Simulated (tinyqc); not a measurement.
Efficiency against current: defect, radiative and Auger recombination at equal electron and hole densities (ABC model).

J/(e d) = Ae n + B n^2 + C n^3 with Ae = A + 4 S/w (four side walls, carriers spread evenly), e = 1.602176634e-19 C, lengths in cm; internal efficiency IQE = B n^2/(Ae n + B n^2 + C n^3); all injected carriers recombine in the layer.

Values chosen for the exercise (orders of magnitude like those quoted for InGaAs; the results hold for these values, not for the real material):

| symbol | value | unit | meaning |
|---|---|---|---|
| A | 30000000 | 1/s | defect rate |
| B | 1.2e-10 | cm^3/s | radiative coefficient |
| C | 3.3e-29 | cm^6/s | Auger coefficient |
| S | 0 | cm/s | recombination velocity of the side walls |
| w | 7.2 | micrometre | side of the square mesa |
| d | 57 | nm | active thickness |

The slope is d ln(B n^2)/d ln J = 2 (Ae + B n + C n^2)/(Ae + 2 B n + 3 C n^2).

Results:

| J (A/cm^2) | n (1/cm^3) | IQE | slope | differential lifetime (ns) |
|---|---|---|---|---|
| 0.20 | 7.10e+15 | 0.0276 | 1.946 | 31.5 |
| 0.60 | 2.03e+16 | 0.0749 | 1.859 | 28.7 |
| 2.0 | 5.89e+16 | 0.190 | 1.672 | 22.5 |
| 9.0 | 1.85e+17 | 0.416 | 1.371 | 12.9 |
| 40 | 4.69e+17 | 0.602 | 1.139 | 6.09 |
| 2.0e+02 | 1.09e+18 | 0.654 | 0.977 | 2.44 |
| 6.0e+02 | 1.83e+18 | 0.610 | 0.900 | 1.25 |
| 2.0e+03 | 3.08e+18 | 0.519 | 0.834 | 0.586 |
| 4.0e+04 | 9.88e+18 | 0.267 | 0.736 | 0.0829 |

Give the missing row, J (A/cm^2) = 9.0e+03.

Computed row:
```
J (A/cm^2)  n (1/cm^3)    IQE  slope  differential lifetime (ns)
9.0e+03       5.63e+18  0.386  0.775                       0.221
```

IQE peaks at 0.656 for J = 152 A/cm^2, where the slope passes 1. It is 0.0276 at the lowest current and 0.267 at the highest, a droop of 59 %. The slope runs from 1.95 to 0.74; its limits are 2 (defects alone), 1 (radiation alone) and 2/3 (Auger alone). In the 3 rows above about 2e18 1/cm^3 the bands are degenerate: B saturates and stimulated emission, left out, would clamp n in a laser cavity.

(tinyqc, `OMP_NUM_THREADS=1 python tinyqc.py 1682640 1682641 out.jsonl`, Intel(R) Xeon(R) Processor @ 2.30GHz, 1 thread, shared host, about 0.01 s.)
